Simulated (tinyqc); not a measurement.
Errors against cell size: correction of a charged-defect supercell by a model charge and potential alignment (plane-averaged potentials). Computed by tinyqc, a small Python program. Command: `OMP_NUM_THREADS=1 python tinyqc.py 3110482 3110483 out.jsonl align walk`. One thread of a shared host (Intel(R) Xeon(R) Processor @ 2.30GHz), about 0.01 s of CPU time with the checks.

The "true" defect charge is (1 - x) q in a Gaussian of width sigma plus x q in one of width sigma_t, so the exact answer is known; the correction sees only a single model Gaussian of width sigma_m. A Gaussian of width s has the transform rho(G) = exp(-G^2 s^2/2), normalised to 1. A uniform background cancels q, so G = 0 is left out. Potentials are those felt by a unit positive charge. E_0 is the formation energy of the isolated defect, E_cell its value in the supercell, E_lat = E_iso - E_per of the model charge, C the true less the model potential far from the defect; the exact correction is E_0 - E_cell, and the error of a scheme is E_cell plus its correction less E_0.

Inputs (values chosen for the exercise, with screening close to that of SiO2):

| quantity | value | unit |
|---|---|---|
| defect charge q | 1 | e |
| dielectric constant eps | 3.98 | - |
| edge of the cubic cell L | 12.3 | angstrom |
| width sigma of the true defect charge | 1.2 | angstrom |
| width sigma_m of the model charge | 1 | angstrom |
| share x of the charge in a wide tail | 0.31 | - |
| width sigma_t of the tail | 2.5 | angstrom |

Constants: e^2/(4 pi eps_0) = 14.39964548 eV angstrom.

Method:
- Periodic energy E_per = (2 pi q^2/(eps L^3)) (e^2/(4 pi eps_0)) sum_(G != 0) rho(G)^2/G^2, G = (2 pi/L)(n1, n2, n3), |n_i| <= 16. Isolated energy: two Gaussians of charges q_a, q_b and widths a, b interact by q_a q_b (e^2/(4 pi eps_0 eps)) sqrt(2/pi)/sqrt(a^2 + b^2), and the self-energy is half the sum over pairs.
- Plane-averaged potential at distance z from the defect: V(z) = (4 pi q/(eps L^3)) (e^2/(4 pi eps_0 e)) sum_(m != 0) rho(G_m) cos(G_m z)/G_m^2, G_m = 2 pi m/L, |m| <= 40.
- Schemes: none; point-charge term alpha q^2 e^2/(4 pi eps_0 eps 2 L), alpha = 2.837297; E_lat of the model; E_lat - q C with C at z = L/2.

Error against E_0 (meV):

| L (angstrom) | none | point charge | model charge | model and alignment |
|---|---|---|---|---|
| 8.61 | -494.68 | 101.45 | 65.838 | 13.575 |
| 10.50 | -431.63 | 57.19 | 37.554 | 3.768 |
| 12.30 | -381.53 | 35.76 | 23.544 | 1.010 |
| 14.80 | -326.25 | 20.55 | 13.540 | 0.139 |
| 18.50 | -266.92 | 10.52 | 6.933 | 0.005 |

What does the comparison show, and why?

Between the last two rows the uncorrected error scales as L^-0.90 and the point-charge remainder as L^-3.00. With alignment the error is +13.6 meV in the smallest cell and +0.01 meV in the largest.

Extremes, crossings and ranges named in words are read from the listed rows.
